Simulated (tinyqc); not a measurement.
Model-solid line-up of a strained alloy layer on a substrate: one step. Strained band edges. Four cases, with inputs chosen for the exercise.

Problem. Give the hydrostatic shifts, the strain block and the edges.

Strained edges: Ec + ac tr(e); the valence edges are Ev plus the levels of the 6 x 6 matrix of X, Y, Z times spin with -Dso/3 + l exx + m (eyy + ezz) on the diagonal (cyclic), n exy off it, l = av + 2 b, m = av - b, n = sqrt(3) d. Spin-orbit term (Dso/3) L.sigma on X, Y, Z with (L_k)_ij = -i epsilon_kij: <X+|H|Y+> = -i Dso/3, <X+|H|Z-> = Dso/3, <Y+|H|Z-> = -i Dso/3, <Z+|H|X-> = -Dso/3, <Z+|H|Y-> = i Dso/3, <X-|H|Y-> = i Dso/3, and their conjugates; + and - are the spin along z.

Give: ac tr(e), av tr(e); strain block; Ec and the three valence edges from the top; strained gap.

Case 1.

Alloy at x (a in angstrom, C11, C12, C44 in GPa, all else in eV):
```
symbol      value
a        5.903840
Eg       1.293708
Dso      0.347860
Ev      -0.847718
ac      -5.252800
av       1.548600
b       -1.979000
d       -3.526800
C11     99.208000
C12     48.298000
C44     44.938000
```

strain tensor in the cubic axes, rows x, y, z and columns alike:
```
[[0.02458739, 0.00000000, 0.00000000],
 [0.00000000, 0.02458739, 0.00000000],
 [0.00000000, 0.00000000, -0.02394004]]
```

Solution.

ac tr(e), av tr(e) (eV): [-0.1326, 0.0391]

strain block (eV), rows X, Y, Z and columns alike:
```
[[-0.0570, 0, 0],
 [0, -0.0570, 0],
 [0, 0, 0.2312]]
```

Ec and the three valence edges from the top (eV): [0.3134, -0.6743, -0.9047, -1.1948]

strained gap = 0.9878 eV

Strain moves the gap by -306 meV: -172 meV from the volume and -134 meV from the splitting of the valence edge, which always raises the top.

Case 2.

Alloy at x (a in angstrom, C11, C12, C44 in GPa, all else in eV):
```
symbol      value
a        6.041480
Eg       0.480013
Dso      0.389580
Ev      -0.621600
ac      -5.153800
av       1.043800
b       -1.834700
d       -3.614900
C11     84.484000
C12     44.973000
C44     40.502000
```

strain tensor in the cubic axes, rows x, y, z and columns alike:
```
[[0.00190682, 0.00000000, 0.00000000],
 [0.00000000, 0.00190682, 0.00000000],
 [0.00000000, 0.00000000, -0.00203010]]
```

Solution.

ac tr(e), av tr(e) (eV): [-0.0092, 0.0019]

strain block (eV), rows X, Y, Z and columns alike:
```
[[-0.0054, 0, 0],
 [0, -0.0054, 0],
 [0, 0, 0.0163]]
```

Ec and the three valence edges from the top (eV): [-0.1508, -0.6123, -0.6270, -1.0096]

strained gap = 0.4615 eV

Strain moves the gap by -19 meV: -11 meV from the volume and -7 meV from the splitting of the valence edge, which always raises the top.

Case 3.

Alloy at x (a in angstrom, C11, C12, C44 in GPa, all else in eV):
```
symbol       value
a         5.718900
Eg        2.615037
Dso       0.293100
Ev       -1.207621
ac       -5.517400
av        2.282800
b        -2.218600
d        -3.425000
C11     119.734000
C12      52.668000
C44      51.970000
```

strain tensor in the cubic axes, rows x, y, z and columns alike:
```
[[-0.00210555, 0.00924279, 0.00000000],
 [0.00924279, -0.00210555, 0.00000000],
 [0.00000000, 0.00000000, -0.01134834]]
```

Solution.

ac tr(e), av tr(e) (eV): [0.0858, -0.0355]

strain block (eV), rows X, Y, Z and columns alike:
```
[[-0.0560, -0.0548, 0],
 [-0.0548, -0.0560, 0],
 [0, 0, 0.0055]]
```

Ec and the three valence edges from the top (eV): [1.4933, -1.2054, -1.2702, -1.5469]

strained gap = 2.6986 eV

Strain moves the gap by +84 meV: +121 meV from the volume and -38 meV from the splitting of the valence edge, which always raises the top.

Case 4.

Alloy at x (a in angstrom, C11, C12, C44 in GPa, all else in eV):
```
symbol      value
a        6.183700
Eg       0.203080
Dso      0.516500
Ev      -0.319508
ac      -5.588000
av       0.801000
b       -1.868000
d       -3.902000
C11     78.980000
C12     42.730000
C44     37.200000
```

strain tensor in the cubic axes, rows x, y, z and columns alike:
```
[[-0.02032764, 0.00000000, 0.00000000],
 [0.00000000, -0.02032764, 0.00000000],
 [0.00000000, 0.00000000, 0.02199544]]
```

Solution.

ac tr(e), av tr(e) (eV): [0.1043, -0.0149]

strain block (eV), rows X, Y, Z and columns alike:
```
[[0.0641, 0, 0],
 [0, 0.0641, 0],
 [0, 0, -0.1731]]
```

Ec and the three valence edges from the top (eV): [-0.0122, -0.2554, -0.3866, -0.8779]

strained gap = 0.2432 eV

Strain moves the gap by +40 meV: +119 meV from the volume and -79 meV from the splitting of the valence edge, which always raises the top.

Computed by tinyqc, one run a case: `OMP_NUM_THREADS=1 python tinyqc.py N N+1 out.jsonl` with N = 1081168, 1081187, 1081202, 1081214; one thread of a shared Intel(R) Xeon(R) Processor @ 2.30GHz, about 0.02 s a run at most.
